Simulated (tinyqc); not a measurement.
From results to parameters: Luttinger model of the valence bands. Computed by the program tinyqc.

Problem. In the four-band Luttinger model 1/m = g1 -/+ 2 g2 along [100] and g1 -/+ 2 g3 along [111]. Find g1, g2, g3 and the light hole mass along [111].

heavy and light hole masses along [100] (electron masses): 0.173310  0.034002
heavy hole mass along [111] = 0.469484 electron masses

Solution. The mean of the two inverse masses along [100] is g1 and a quarter of their difference is g2; g3 = (g1 - 1/m_hh[111])/2.

g1, g2, g3: 17.5900  5.9100  7.7300
light hole mass along [111] = 0.0303 electron masses
